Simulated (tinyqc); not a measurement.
# Drift layer from breakdown voltage and on-resistance

Problem. An ideal drift layer with a triangular field at breakdown has BV = Ec W/2, N = eps0 eps_r Ec/(q W) and Ron = W/(q mu N). Find Ec, W and N.

Parameters, values chosen for the exercise:
- eps_r = 13.1 (relative permittivity)
- mu = 7660 cm^2/(V s) (electron mobility of the drift layer)

Constants: q = 1.602176634e-19 C, eps0 = 8.8541878128e-14 F/cm where lengths are in cm. Results are converted to the units shown.

BV = 670.96116 V
Ron = 12.810349 mohm cm^2

Answer. Eliminating W and N gives Ron = 4 BV^2/(eps0 eps_r mu Ec^3), which yields Ec.

Ec = 251.0 kV/cm
W = 53.45 um
N = 3.400e14 cm^-3

Program tinyqc, `OMP_NUM_THREADS=1 python tinyqc.py 2120030 2120031 out.jsonl`; Intel Xeon 2.30GHz, shared host, one thread, about 0.1 s.
